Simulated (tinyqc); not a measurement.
Junction parameters from two forward currents.

Problem. D(v) = J1 (exp(v/Vt) - 1) + J2 (exp(v/(2 Vt)) - 1). Find J1, J2 and the voltage 2 Vt ln(J2/J1) near which both parts are equal.

Values chosen for this exercise:
- T = 398 K (temperature)

Constants: q = 1.602176634e-19 C, kB = 1.380649e-23 J/K, Vt = kB T/q. Results are converted to the units shown.

junction voltages (V): 0.34  0.62
currents (uA/um): 5.6457741e-7  1.8014129e-4

Solution. The current is linear in J1 and J2, so two points give two equations.

J1 = 2.100e-12 uA/um
J2 = 3.700e-9 uA/um
crossover = 0.5127 V

Numbers from tinyqc (`OMP_NUM_THREADS=1 python tinyqc.py 2182258 2182259 out.jsonl`; about 0.2 s on one thread of a shared Intel Xeon 2.30GHz).
